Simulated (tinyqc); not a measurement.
Inside a calculation. Method: plane-wave Kohn-Sham cycle with exchange-only LDA in a layered model solid. One step of it, computed by the program tinyqc.

Question. Iteration 1: Hamiltonian at one k. H(m,m') = (k + G_m)^2/2 delta + V(G_m - G_m'), with V(-G) = V(G).

A solid whose potential varies along x alone (atomic units):
```
parameter                      value
period a                   14.700000
cross-section of the cell  31.000000
electrons per cell                 2
grid points                       16
plane waves -n..n, n               3
k points                           4
V1 in V1 cos(2 pi x/a)     -0.610000
```

V(G_m), m = 0, 1, 2, ... (hartree): -0.161228  -0.305000  0.000000  0.000000  0.000000  0.000000  0.000000

k = 0.125000 2 pi / a

Give: H.

Answer.

H (hartree):
```
         -3       -2       -1       +0       +1       +2       +3
-3   0.5938  -0.3050   0.0000   0.0000   0.0000   0.0000   0.0000
-2  -0.3050   0.1599  -0.3050   0.0000   0.0000   0.0000   0.0000
-1   0.0000  -0.3050  -0.0913  -0.3050   0.0000   0.0000   0.0000
+0   0.0000   0.0000  -0.3050  -0.1598  -0.3050   0.0000   0.0000
+1   0.0000   0.0000   0.0000  -0.3050  -0.0456  -0.3050   0.0000
+2   0.0000   0.0000   0.0000   0.0000  -0.3050   0.2513  -0.3050
+3   0.0000   0.0000   0.0000   0.0000   0.0000  -0.3050   0.7308
```
